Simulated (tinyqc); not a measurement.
Strain-driven crossing of the Gamma and L valleys in a germanium-like crystal, step by step. Values are carried at full precision from step to step, so a last printed digit may differ when a step is redone from the rounded ones.

Biaxial loads: e0 is the in-plane strain e_par and the normal is free. (001): e_perp = -2 (C12/C11) e_par; exx = eyy = e_par, ezz = e_perp, no shear. (111): e_perp = -(2 C11 + 4 C12 - 4 C44)/(C11 + 2 C12 + 4 C44) e_par; exx = eyy = ezz = (2 e_par + e_perp)/3 and exy = eyz = ezx = (e_perp - e_par)/3. (110): e_perp = -(C11 + 3 C12 - 2 C44)/(C11 + C12 + 2 C44) e_par; exx = eyy = (e_par + e_perp)/2, ezz = e_par, exy = (e_perp - e_par)/2, eyz = ezx = 0. Uniaxial loads: a stress along n, scaled so that n.e.n = e0, with exx = s11 sxx + s12 (syy + szz), exy = s44 sxy/2, s11 = (C11 + C12)/((C11 - C12)(C11 + 2 C12)), s12 = -C12/((C11 - C12)(C11 + 2 C12)), s44 = 1/C44.

Constants: kB = 8.617333262e-05 eV/K; hc = 1239.841984 eV nm.

Inputs chosen for the exercise (near those of Ge, gaps at low temperature; not measured data):
```
symbol  value           unit  meaning
C11     131             GPa
C12     48.7            GPa
C44     67.9            GPa
load    uniaxial [110]        kind of strain
e0      0.0201                size of the strain
Eg      0.909           eV    gap at Gamma to the s-like level
EgL     0.735           eV    gap to L
Dso     0.287           eV    spin-orbit splitting
ac      -8.17           eV    conduction deformation potential
av      1.23            eV    valence hydrostatic potential
b       -2.58           eV    tetragonal shear potential
d       -5.26           eV    trigonal shear potential
aL      -1.39           eV    hydrostatic potential of the L edge, Xd + Xu/3
XuL     16.84           eV    uniaxial potential, L
mG      0.0398          m0    mass at Gamma
mL      0.587           m0    density-of-states mass of the four L valleys together
T       77              K     temperature
```

## The strain tensor for a uniaxial [110] load

Form the tensor and its trace.

strain tensor in the cubic axes, rows x, y, z and columns alike:
$$\begin{pmatrix}
0.009773 & 0.010327 & 0.000000 \\
0.010327 & 0.009773 & 0.000000 \\
0.000000 & 0.000000 & -0.007267
\end{pmatrix}$$

tr(e) = 0.012280

## Band edges

Edges from the unstrained valence top: Gamma at Eg + ac tr(e); an L valley with unit axis u at EgL + aL tr(e) + XuL (u.e.u - tr(e)/3), u along [111], [1-1-1], [-11-1], [-1-11]; valence edges are the levels of the 6 x 6 matrix of X, Y, Z times spin with -Dso/3 + l exx + m (eyy + ezz) on the diagonal (cyclic), n exy off it, l = av + 2 b, m = av - b, n = sqrt(3) d. Spin-orbit term (Dso/3) L.sigma on X, Y, Z with (L_k)_ij = -i epsilon_kij: <X+|H|Y+> = -i Dso/3, <X+|H|Z-> = Dso/3, <Y+|H|Z-> = -i Dso/3, <Z+|H|X-> = -Dso/3, <Z+|H|Y-> = i Dso/3, <X-|H|Y-> = i Dso/3, and their conjugates; + and - are the spin along z.

Give the edges and the direct and indirect gaps from the top valence edge.

Gamma edge = 0.8087 eV

L edges (eV): [111] 0.8339, [1-1-1] 0.6020, [-11-1] 0.6020, [-1-11] 0.8339

valence edges from the top (eV): [0.0868, -0.0190, -0.3095]

direct and indirect gap (eV): [0.7219, 0.5152]

The gap is indirect: Gamma lies 207 meV above the lowest L valley. The top two valence edges are 106 meV apart.

## Electrons in the Gamma valley

Non-degenerate, parabolic: share = mG^(3/2)/(mG^(3/2) + (mL^(3/2)/4) sum_i exp(-(E_Li - E_Gamma)/kT)). Also the offset at which four equal L valleys hold half of the electrons, kT ln((mL/mG)^(3/2)), and the wavelength hc/E of the direct gap.

(mL/mG)^(3/2) = 56.64
share in Gamma = 1.05e-13 %
offset for an even split = 26.8 meV
wavelength = 1718 nm

With the L valleys as they lie here, Gamma must be 22 meV below the lowest of them to hold half of the electrons at 77 K; it lies 207 meV above. A direct gap alone is not enough.

(tinyqc, `OMP_NUM_THREADS=1 python tinyqc.py 1051375 1051376 out.jsonl`, Intel(R) Xeon(R) Processor @ 2.30GHz, 1 thread, shared host, about 0.01 s.)
